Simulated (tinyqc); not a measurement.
Growth mode over temperature: epitaxial growth on a vicinal surface: Burton-Cabrera-Frank step flow, step-edge barrier and island nucleation. Computed by tinyqc, a small Python program. Command: `OMP_NUM_THREADS=1 python tinyqc.py 3005082 3005083 out.jsonl stepflow walk`. One thread of a shared host (Intel(R) Xeon(R) Processor @ 2.30GHz), about 0.01 s of CPU time with the checks.

Adatoms land at rate F, hop on a square grid (a simplification for hexagonal faces), desorb, or join steps. Lengths are in units of a and n is the adatom coverage. Steps ascend at x = 0 and descend at x = l.

Inputs (values chosen for the exercise, close to those used for GaAs(001)): site spacing a = 4 angstrom; step height h = 2.83 angstrom; diffusion barrier E_d = 1.33 eV; desorption energy E_a = 2.52 eV; adatom formation energy E_f = 0.886 eV; step-edge barrier E_s = 0.083 eV; attempt frequency nu = 1 THz; deposition rate F = 0.16 layers/s; miscut angle = 4 degrees; temperature T = 540 C; critical nucleus size i = 1.

Constants: k_B = 8.617333262e-05 eV/K.

Method:
- D = nu exp(-E_d/(k_B T)) (a^2/s, nu counted per direction); tau = exp(E_a/(k_B T))/nu; x_s = sqrt(D tau); n_eq = exp(-E_f/(k_B T)); terrace width l = h/(a tan(miscut)); Schwoebel length l_s = exp(E_s/(k_B T)) - 1.
- D n'' - n/tau + F = 0 with n(0) = n_eq and -l_s n'(l) = n(l) - n_eq. With u = n - F tau, A = n_eq - F tau, y = l/x_s, s = l_s/x_s: u = A cosh(x/x_s) + B sinh(x/x_s), B = A (1 - cosh y - s sinh y)/(sinh y + s cosh y). Flux into the ascending step J+ = D B/x_s, over the descending one J- = -(D/x_s)(A sinh y + B cosh y); step velocity J+ + J-; growth rate (J+ + J-)/l. For small y: J+ + J- = (F - n_eq/tau) l, J-/J+ = l/(l + 2 l_s).
- Island density on a flat surface without desorption: N = 0.25 (F/D)^(i/(i+2)) exp(E_i/((i+2) k_B T)) per site, with E_i = 0 for i = 1; spacing l_n = N^(-1/2). Step flow needs an effective width l_eff = 2 x(peak) below l_n.
- Temperatures in kelvin are T(C) + 273.15.
- x(peak) solves tanh(x/x_s) = -B/A. Rows where evaporation outweighs deposition are left out.

Scales:
```
T (C)  x_s (a)  l_s (a)  incorporated share  l_n (a)  l_eff/l_n
340      77731   3.8108             1.00000    4.090     3.1508
390      33255   3.2735             1.00000    5.611     2.2439
440      16026   2.8597             1.00000    7.365     1.6765
490       8498   2.5328             1.00000    9.328     1.3018
540       4872   2.2690             1.00000   11.477     1.0431
590       2979   2.0523             1.00000   13.785     0.8577
640       1923   1.8714             1.00000   16.228     0.7208
690       1298   1.7184             0.99998   18.784     0.6168
740        911   1.5875             0.99991   21.430     0.5362
```

What does the comparison show, and why?

The ratio falls below 1 between 540 and 590 C: islands below, step flow above. Incorporation goes from 100.0 % to 100.0 %.

Extremes, crossings and ranges named in words are read from the listed rows.
